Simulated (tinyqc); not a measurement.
Inside a calculation. Model: thin-film transistor with exponential tail and deep states, accumulation layer.

tinyqc, about 0.03 s, one thread, Intel Xeon 2.30GHz (shared host): `OMP_NUM_THREADS=1 python tinyqc.py 2610101 2610102 out.jsonl` Printed values are rounded.

An undoped film in accumulation, thicker than the space-charge layer. With band bending psi the Fermi level lies E0 - psi below the band edge. Free electrons n = n0 exp(psi/Vt) carry the current; electrons in two exponential distributions of traps, a = a0 exp(psi/Va) and d = d0 exp(psi/Vp), do not. Linear regime, ohmic contacts, traps in equilibrium.

Parameters, values chosen for the exercise; values close to those of an organic semiconductor: temperature T = 300 K; relative permittivity of the semiconductor eps_r = 3.2; density of extended states Nc = 7.4e19 cm^-3; band mobility mb = 2.5 cm^2/(V s); total density of tail states Nt = 8.4e19 cm^-3; characteristic temperature of the tail Tt = 520 K; total density of deep states Nd = 3.8e17 cm^-3; characteristic temperature of the deep states Td = 1400 K; bulk Fermi level below the band edge E0 = 0.43 eV; gate capacitance Ci = 100 nF/cm^2; ratio W/L WL = 2; drain voltage Vd = 0.2 V; gate voltage above flat band Vg = 4.4 V.

Constants: q = 1.602176634e-19 C, kB = 1.380649e-23 J/K, Vt = kB T/q, eps0 = 8.8541878128e-14 F/cm where lengths are in cm. Results are converted to the units shown.

Range of the model: The th form assumes a Fermi level far below the band edge; at the surface it overcounts the filled tail by a factor of about 1.3.

## Bulk densities

Va = kB Tt/q, Vp = kB Td/q; n0 = Nc exp(-E0/Vt), a0 = Nt th(T/Tt) exp(-E0/Va), d0 = Nd th(T/Td) exp(-E0/Vp), th(x) = pi x/sin(pi x).

Va = 0.0448101 V
Vp = 0.120643 V
th(T/Tt) = 1.86670
n0 = 4.42130e12 cm^-3
a0 = 1.06622e16 cm^-3
d0 = 1.16189e16 cm^-3

## Iteration 1: surface potential by Newton steps

psi at the start = 0.43 V

Va = kB Tt/q, Vp = kB Td/q. G(psi) = sum over the three kinds of c0 [V (exp(psi/V) - 1) - psi], field F = sqrt(2 q G/(eps0 eps_r)); Vg = psi + eps0 eps_r F/Ci at the surface. f = psi + eps0 eps_r F/Ci - Vg, f' = 1 + q rho/(Ci F) with rho = sum c0 (exp(psi/V) - 1); psi(new) = psi - f/f'.

F = 3186.38 kV/cm
f = 5.05809 V
f' = 117.248
psi after iteration 1 = 0.386860 V

## Iteration 2: surface potential by Newton steps

As before.

F = 1862.63 kV/cm
f = 1.26433 V
f' = 64.7276
psi after iteration 2 = 0.367327 V

## Course of the iteration: surface potential by Newton steps

Stop when psi changes by less than 1e-10 V, or after 30 iterations. psi must stay between 0 and 5 V.

Course of the iteration:
```
iteration   psi (V)  |change| (V)
1          0.386860        0.0431
2          0.367327        0.0195
3          0.364419       2.91e-3
4          0.364365       5.42e-5
5          0.364365       1.83e-8
6          0.364365       < 1e-14
```

Converged in 6 iterations. At the end the number of correct digits about doubles with each step.

## Free and total charge, current

psi_s = 0.364365 V

Va = kB Tt/q, Vp = kB Td/q. G(psi) = sum over the three kinds of c0 [V (exp(psi/V) - 1) - psi], field F = sqrt(2 q G/(eps0 eps_r)); Vg = psi + eps0 eps_r F/Ci at the surface. Total charge Q = Ci (Vg - psi_s); free charge Qf = q times the integral of n0 (exp(psi/Vt) - 1)/F over psi from 0 to psi_s; I = (W/L) mb Qf Vd; effective mobility mb Qf/Q.

surface densities (cm^-3): free 5.84270e18, tail 3.62433e19, deep 2.38134e17
Q = 403.563 nC/cm^2
Qf = 24.2141 nC/cm^2
effective mobility = 0.150002 cm^2/(V s)
I = 24.2141 nA

6.00 % of the induced charge is free, against 13.8 % of the electrons right at the surface.
